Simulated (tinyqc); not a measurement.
Worked calculation: UHF in the sto-3g basis, for H3-, spin multiplicity 1. The basis has no diffuse functions, so it cannot describe the extra electron: this is an exercise in the method, not the real anion. Computed by tinyqc, a small Python program that keeps every step (integrals from PySCF). Settings: charge = -1, multiplicity = 1, basis = sto-3g, energy threshold = 1e-10, iteration cap = 61, orthogonalisation = canonical, start = core, DIIS depth = 0, shift = 0.5, method = UHF, break = 0.7. Command: `OMP_NUM_THREADS=1 python tinyqc.py 20936 20937 out.jsonl` (the two numbers bound the seeds that draw the settings). One thread of a shared host (Intel(R) Xeon(R) Processor @ 2.60GHz), about 0.09 s of CPU time with the checks. Later iterations appear only in the table of the cycle.

## One-electron integrals

Geometry (angstrom):
```
atom         x         y          z
H     0.000000  0.000000   0.000000
H     0.000000  0.000000   0.975000
H     0.000000  0.635000  -0.786000
```

Basis sto-3g: exponents (1/bohr^2) and contraction coefficients of normalised primitives:
```
element  l (shell)  exponent  coefficient
H            s (1)  3.425251     0.154329
H            s (1)  0.623914     0.535328
H            s (1)  0.168855     0.444635
```

Overlap, kinetic and nuclear-attraction integrals over the contracted functions; the nuclear repulsion is the sum of Za Zb / Rab.

nuclear repulsion = 1.34912900 hartree

overlap S, lower triangle:
```
          1H 1s     2H 1s     3H 1s
1H 1s  1.000000
2H 1s  0.511332  1.000000
3H 1s  0.490345  0.146558  1.000000
```

kinetic energy T (hartree), lower triangle:
```
          1H 1s      2H 1s     3H 1s
1H 1s  0.760032
2H 1s  0.120849   0.760032
3H 1s  0.107477  -0.007991  0.760032
```

nuclear attraction V (hartree), lower triangle:
```
           1H 1s      2H 1s      3H 1s
1H 1s  -2.259214
2H 1s  -1.019107  -2.033436
3H 1s  -0.966769  -0.268457  -2.017346
```

core Hamiltonian H = T + V (hartree), lower triangle:
```
           1H 1s      2H 1s      3H 1s
1H 1s  -1.499182
2H 1s  -0.898258  -1.273404
3H 1s  -0.859292  -0.276448  -1.257314
```

## Two-electron integrals

Functions are numbered as in S; the eight-fold symmetry (ij|kl) = (ji|kl) = (kl|ij) leaves the list below.

Two-electron integrals (ij|kl) in chemists' order, unique and non-zero (hartree):
```
(11|11) 0.774606   (21|11) 0.321015   (21|21) 0.168509   (22|11) 0.486261
(22|21) 0.321015   (22|22) 0.774606   (31|11) 0.304503   (31|21) 0.120760
(31|22) 0.180433   (31|31) 0.153580   (32|11) 0.084626   (32|21) 0.040207
(32|22) 0.070997   (32|31) 0.038608   (32|32) 0.011318   (33|11) 0.474649
(33|21) 0.185960   (33|22) 0.281154   (33|31) 0.304503   (33|32) 0.070997
(33|33) 0.774606
```

## Orthogonalisation

S = U s U^T; canonical form X = U s^(-1/2), so that X^T S X = 1. Each column of U has its largest component positive (the first on a tie).

eigenvalues of S: 0.360959  0.853583  1.785458

X:
```
               1          2         3
1H 1s   1.235886  -0.010254  0.501237
2H 1s  -0.814241  -0.747589  0.398567
3H 1s  -0.761575   0.782648  0.387280
```

## Starting guess

The start is the orbitals of the core Hamiltonian, with HOMO and LUMO mixed by +/-0.7 rad for the two spins; D(s) = C_occ C_occ^T for each spin.

D(alpha) at the start, lower triangle:
```
           1H 1s      2H 1s     3H 1s
1H 1s   1.038210
2H 1s  -0.649931   1.350780
3H 1s   0.218019  -0.006351  0.063723
```

D(beta) at the start, lower triangle:
```
           1H 1s     2H 1s     3H 1s
1H 1s   1.011038
2H 1s   0.203335  0.072433
3H 1s  -0.641605  0.041171  1.325734
```

## Iteration 1: building the Fock matrix

J_ij = sum D_kl (ij|kl) with D = D(alpha) + D(beta), K_ij = sum D_kl (ik|jl) for each spin; F = H + J - K(s); E = tr D H + tr D J / 2 - 0.5 sum_s tr D(s) K(s) + E_nn.

Coulomb J (hartree), lower triangle:
```
          1H 1s     2H 1s     3H 1s
1H 1s  2.400115
2H 1s  1.123081  2.054907
3H 1s  1.068610  0.305278  2.029975
```

exchange K(alpha) (hartree), lower triangle:
```
          1H 1s     2H 1s     3H 1s
1H 1s  0.755575
2H 1s  0.387184  0.821346
3H 1s  0.391906  0.129501  0.305785
```

exchange K(beta) (hartree), lower triangle:
```
          1H 1s     2H 1s     3H 1s
1H 1s  0.748717
2H 1s  0.409440  0.326280
3H 1s  0.362401  0.134179  0.813821
```

F(alpha) (hartree), lower triangle:
```
           1H 1s      2H 1s     3H 1s
1H 1s   0.145358
2H 1s  -0.162361  -0.039844
3H 1s  -0.182588  -0.100671  0.466876
```

F(beta) (hartree), lower triangle:
```
           1H 1s      2H 1s      3H 1s
1H 1s   0.152216
2H 1s  -0.184616   0.455223
3H 1s  -0.153082  -0.105349  -0.041160
```

total energy of this density = -0.95883753 hartree

## Iteration 1: diagonalisation and new density

A level shift of 0.5 hartree raises the virtual space: F + shift (S - S D(s) S), with D(s) the density of one spin. Diagonalise F' = X^T F X, C = X C', fill 2 alpha and 2 beta electrons from the bottom; D(s) = C_occ C_occ^T. Each column has its largest component positive (the first on a tie).

F' = X^T F X (alpha) (hartree), lower triangle:
```
           1         2          3
1   1.290000
2  -0.570199  0.594885
3  -0.054146  0.185017  -0.057515
```

orbital energies (alpha) (hartree): MO1 -0.115141, MO2 0.320894, MO3 1.621619

coefficients C (alpha):
```
            MO1        MO2        MO3
1H 1s  0.359542  -0.763640  -1.032639
2H 1s  0.692102   0.875851   0.366897
3H 1s  0.185280  -0.381841   1.078141
```

F' = X^T F X (beta) (hartree), lower triangle:
```
           1          2          3
1   1.330336
2   0.569032   0.554171
3  -0.052062  -0.178723  -0.054206
```

orbital energies (beta) (hartree): MO1 -0.112648, MO2 0.301951, MO3 1.640997

coefficients C (beta):
```
            MO1        MO2        MO3
1H 1s  0.344743  -0.757915  -1.041862
2H 1s  0.203052  -0.363892   1.098675
3H 1s  0.700007   0.862804   0.328754
```

D(alpha) after iteration 1, lower triangle:
```
           1H 1s      2H 1s     3H 1s
1H 1s   0.712416
2H 1s  -0.419995   1.246120
3H 1s   0.358205  -0.206203  0.180131
```

D(beta) after iteration 1, lower triangle:
```
           1H 1s      2H 1s     3H 1s
1H 1s   0.693283
2H 1s   0.345800   0.173647
3H 1s  -0.412610  -0.171830  1.234441
```

## Iteration 2: building the Fock matrix

As before.

Coulomb J (hartree), lower triangle:
```
          1H 1s     2H 1s     3H 1s
1H 1s  2.305913
2H 1s  1.101528  2.060062
3H 1s  1.051134  0.301463  2.047716
```

exchange K(alpha) (hartree), lower triangle:
```
          1H 1s     2H 1s     3H 1s
1H 1s  0.688186
2H 1s  0.388748  0.817215
3H 1s  0.414353  0.114756  0.419486
```

exchange K(beta) (hartree), lower triangle:
```
          1H 1s     2H 1s     3H 1s
1H 1s  0.685099
2H 1s  0.429720  0.429740
3H 1s  0.367202  0.117074  0.815665
```

F(alpha) (hartree), lower triangle:
```
           1H 1s      2H 1s     3H 1s
1H 1s   0.118545
2H 1s  -0.185478  -0.030558
3H 1s  -0.222511  -0.089740  0.370915
```

F(beta) (hartree), lower triangle:
```
           1H 1s      2H 1s      3H 1s
1H 1s   0.121632
2H 1s  -0.226450   0.356918
3H 1s  -0.175360  -0.092058  -0.025264
```

total energy of this density = -1.13919721 hartree

## Iteration 2: diagonalisation and new density

As before.

F' = X^T F X (alpha) (hartree), lower triangle:
```
           1         2          3
1   1.430807
2  -0.496363  0.438471
3  -0.043390  0.123179  -0.104240
```

orbital energies (alpha) (hartree): MO1 -0.134269, MO2 0.258466, MO3 1.640842

coefficients C (alpha):
```
            MO1        MO2        MO3
1H 1s  0.419976  -0.594589   1.117517
2H 1s  0.618931   0.874838  -0.481992
3H 1s  0.215915  -0.499805  -1.022788
```

F' = X^T F X (beta) (hartree), lower triangle:
```
           1          2          3
1   1.464947
2   0.480755   0.402643
3  -0.045879  -0.117140  -0.100566
```

orbital energies (beta) (hartree): MO1 -0.129453, MO2 0.242145, MO3 1.654333

coefficients C (beta):
```
            MO1        MO2        MO3
1H 1s  0.419406  -0.585646   1.122443
2H 1s  0.232716  -0.477816  -1.047983
3H 1s  0.613242   0.876934  -0.444344
```

D(alpha) after iteration 2, lower triangle:
```
           1H 1s      2H 1s     3H 1s
1H 1s   0.529915
2H 1s  -0.260233   1.148418
3H 1s   0.387857  -0.303612  0.296424
```

D(beta) after iteration 2, lower triangle:
```
           1H 1s      2H 1s     3H 1s
1H 1s   0.518882
2H 1s   0.377434   0.282465
3H 1s  -0.256375  -0.276302  1.145078
```

## Iteration 3: building the Fock matrix

As before.

Coulomb J (hartree), lower triangle:
```
          1H 1s     2H 1s     3H 1s
1H 1s  2.249561
2H 1s  1.088698  2.063992
3H 1s  1.040397  0.299136  2.058023
```

exchange K(alpha) (hartree), lower triangle:
```
          1H 1s     2H 1s     3H 1s
1H 1s  0.645320
2H 1s  0.392493  0.803223
3H 1s  0.419831  0.107456  0.496996
```

exchange K(beta) (hartree), lower triangle:
```
          1H 1s     2H 1s     3H 1s
1H 1s  0.644845
2H 1s  0.434967  0.501670
3H 1s  0.372448  0.108904  0.803648
```

F(alpha) (hartree), lower triangle:
```
           1H 1s      2H 1s     3H 1s
1H 1s   0.105059
2H 1s  -0.202054  -0.012634
3H 1s  -0.238726  -0.084768  0.303712
```

F(beta) (hartree), lower triangle:
```
           1H 1s      2H 1s      3H 1s
1H 1s   0.105534
2H 1s  -0.244527   0.288918
3H 1s  -0.191343  -0.086216  -0.002939
```

total energy of this density = -1.21383026 hartree

## Iteration 3: diagonalisation and new density

As before.

F' = X^T F X (alpha) (hartree), lower triangle:
```
           1         2          3
1   1.503601
2  -0.409653  0.353215
3  -0.031222  0.086878  -0.128387
```

orbital energies (alpha) (hartree): MO1 -0.144778, MO2 0.236846, MO3 1.636362

coefficients C (alpha):
```
            MO1        MO2        MO3
1H 1s  0.456140  -0.466748   1.163117
2H 1s  0.561503   0.867890  -0.558761
3H 1s  0.249318  -0.571765  -0.976445
```

F' = X^T F X (beta) (hartree), lower triangle:
```
           1          2          3
1   1.529716
2   0.387979   0.325446
3  -0.035933  -0.079908  -0.125458
```

orbital energies (beta) (hartree): MO1 -0.139880, MO2 0.223858, MO3 1.645727

coefficients C (beta):
```
            MO1        MO2        MO3
1H 1s  0.462644  -0.454462   1.165412
2H 1s  0.269611  -0.545489  -1.005229
3H 1s  0.543978   0.880772  -0.520432
```

D(alpha) after iteration 3, lower triangle:
```
           1H 1s      2H 1s     3H 1s
1H 1s   0.425918
2H 1s  -0.148962   1.068519
3H 1s   0.380594  -0.356236  0.389074
```

D(beta) after iteration 3, lower triangle:
```
           1H 1s      2H 1s     3H 1s
1H 1s   0.420575
2H 1s   0.372638   0.370249
3H 1s  -0.148609  -0.333789  1.071671
```

## Iteration 55 (converged): orbitals

converged F(alpha) (hartree), lower triangle:
```
           1H 1s      2H 1s     3H 1s
1H 1s   0.084411
2H 1s  -0.248757   0.100724
3H 1s  -0.236908  -0.077073  0.118322
```

converged F(beta) (hartree), lower triangle:
```
           1H 1s      2H 1s     3H 1s
1H 1s   0.084410
2H 1s  -0.248759   0.100733
3H 1s  -0.236906  -0.077073  0.118312
```

Diagonalise F' = X^T F X, C = X C', fill 2 alpha and 2 beta electrons from the bottom; D(s) = C_occ C_occ^T. Each column has its largest component positive (the first on a tie).

F' = X^T F X (alpha) (hartree), lower triangle:
```
           1         2          3
1   1.115367
2  -0.008292  0.218958
3  -0.011563  0.005925  -0.160208
```

orbital energies (alpha) (hartree): MO1 -0.160403, MO2 0.218971, MO3 1.115550

coefficients C (alpha):
```
            MO1        MO2        MO3
1H 1s  0.512392   0.009109   1.231313
2H 1s  0.402733  -0.749048  -0.810843
3H 1s  0.368325   0.781265  -0.772322
```

F' = X^T F X (beta) (hartree), lower triangle:
```
           1         2          3
1   1.115367
2  -0.008277  0.218958
3  -0.011564  0.005921  -0.160208
```

orbital energies (beta) (hartree): MO1 -0.160403, MO2 0.218971, MO3 1.115550

coefficients C (beta):
```
            MO1        MO2        MO3
1H 1s  0.512393   0.009083   1.231312
2H 1s  0.402725  -0.749039  -0.810856
3H 1s  0.368333   0.781274  -0.772309
```

D(alpha) after iteration 55, lower triangle:
```
          1H 1s      2H 1s     3H 1s
1H 1s  0.262629
2H 1s  0.199534   0.723267
3H 1s  0.195843  -0.436868  0.746039
```

D(beta) after iteration 55, lower triangle:
```
          1H 1s      2H 1s     3H 1s
1H 1s  0.262629
2H 1s  0.199550   0.723246
3H 1s  0.195828  -0.436868  0.746058
```

## Convergence

Stop when the energy changes by less than 1e-10 hartree and every element of the error matrix X^T (F D S - S D F) X (for each spin) is below 3e-06.

Course of the cycle:
```
iteration  E (hartree)     change  largest element of the error matrix
1          -0.95883753          -                             2.63e-01
2          -1.13919721  -1.80e-01                             1.71e-01
3          -1.21383026  -7.46e-02                             1.18e-01
4          -1.24946229  -3.56e-02                             8.70e-02
5          -1.26851499  -1.91e-02                             6.62e-02
6          -1.27953643  -1.10e-02                             5.15e-02
7          -1.28625179  -6.72e-03                             4.08e-02
8          -1.29048437  -4.23e-03                             3.26e-02
9          -1.29321192  -2.73e-03                             2.63e-02
10         -1.29499551  -1.78e-03                             2.13e-02
11         -1.29617322  -1.18e-03                             1.74e-02
12         -1.29695594  -7.83e-04                             1.42e-02
13         -1.29747840  -5.22e-04                             1.16e-02
14         -1.29782816  -3.50e-04                             9.50e-03
...                ...        ...                                  ...
42         -1.29854423  -5.39e-09                             3.73e-05
43         -1.29854423  -3.63e-09                             3.06e-05
44         -1.29854423  -2.44e-09                             2.51e-05
45         -1.29854424  -1.65e-09                             2.06e-05
46         -1.29854424  -1.11e-09                             1.69e-05
47         -1.29854424  -7.46e-10                             1.39e-05
48         -1.29854424  -5.02e-10                             1.14e-05
49         -1.29854424  -3.38e-10                             9.35e-06
50         -1.29854424  -2.28e-10                             7.67e-06
51         -1.29854424  -1.53e-10                             6.30e-06
52         -1.29854424  -1.03e-10                             5.17e-06
53         -1.29854424  -6.96e-11                             4.24e-06
54         -1.29854424  -4.69e-11                             3.48e-06
55         -1.29854424  -3.16e-11                             2.86e-06
```

PySCF UHF in the same basis, after a stability check = -1.29854424 hartree

Converged in 55 iterations.

## Populations, bond orders and dipole

Mulliken: Z minus the diagonal of D S on the atom; Loewdin: the same with S^(1/2) D S^(1/2); Mayer order: 2 sum_s sum (D(s) S)_ij (D(s) S)_ji over the two atoms.

Charges (e):
```
atom   Mulliken    Loewdin  Mulliken spin
1H     0.078624   0.084701      -4.18e-07
2H    -0.522525  -0.524531       0.000012
3H    -0.556099  -0.560170      -0.000012
```

Mayer bond orders:
```
pair     order
2-1   0.515016
3-1   0.478802
3-2   0.211952
```

dipole moment about the origin, x y z (debye): 0.000000  -1.696121  -0.347600

<S^2> of the determinant (pure state: 0) = 2.70e-10
